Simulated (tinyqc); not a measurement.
Vacuum evaporation: vapour pressure, source flux, thickness distribution, purity and step coverage: one step, computed by the program tinyqc. Command: `OMP_NUM_THREADS=1 python tinyqc.py 3110060 3110061 out.jsonl evap walk`. One thread of a shared host (Intel(R) Xeon(R) Processor @ 2.30GHz), about 0.01 s of CPU time with the checks.

Molecular flow, unit sticking of the metal, no re-evaporation. The background gas is taken as water vapour (18.015 g/mol, collision diameter 0.37 nm) at 300 K.

Task: Scattering and purity. Mean free path lambda = k_B T_g/(sqrt2 pi d^2 p); unscattered share exp(-h/lambda); gas arrival p/sqrt(2 pi m_g k_B T_g); impurity ratio = sticking x gas arrival/metal arrival; monolayer time = 1e15 cm^-2/(sticking x gas arrival).

Inputs (values chosen for the exercise, modelled on titanium, with constants for the liquid):

| quantity | value | unit |
|---|---|---|
| source temperature T | 2090 | K |
| source-to-wafer distance h | 62 | cm |
| background pressure p | 3e-07 | Pa |
| sticking of background gas | 0.4 | - |

arrival rate at the centre = 7.255430e+14 1/(cm^2 s)

Constants: k_B = 1.380649e-23 J/K; u = 1.6605390666e-27 kg.

Give: mean free path; unscattered share; gas arrival rate; impurity ratio; monolayer time.

Result:

mean free path = 22699 m

unscattered share = 1.0000

gas arrival rate = 1.075e+12 1/(cm^2 s)

impurity ratio = 5.928e-04

monolayer time = 2325 s
